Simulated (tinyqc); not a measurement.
Thermal displacements in the Debye model: Debye-Waller factors, bond-length spread and the Lindemann rule: one step, computed by the program tinyqc.

A Debye spectrum with three branches of one velocity, cut at k_B Theta; 4 atoms per cube, nearest neighbours at d = 0.707107 a.

Task: Mean-square displacement. <u_x^2> = (3 hbar^2/(2 M k_B Theta)) int_0^1 s coth(s Theta/(2T)) ds (64 Gauss-Legendre points); it tends to 3 hbar^2/(4 M k_B Theta) at T = 0 and to 3 hbar^2 T/(M k_B Theta^2) at high T. B = 8 pi^2 <u_x^2>.

Inputs (values chosen for the exercise, modelled on nickel): atomic mass M = 58.69 u; Debye temperature Theta = 397 K; temperature T = 150 K.

Structure: fcc.

Constants: hbar^2/u = 4.18015928e-03 eV angstrom^2; k_B = 8.617333262e-05 eV/K.

Give: <u_x^2>; zero-point value; classical value; B factor.

Result:

<u_x^2> = 0.002790 angstrom^2

zero-point value = 0.001561 angstrom^2

classical value = 0.002360 angstrom^2

B factor = 0.2203 angstrom^2

The zero-point value is 56.0 % and the classical value 84.6 % of the full result; the two are limits, not parts that add.
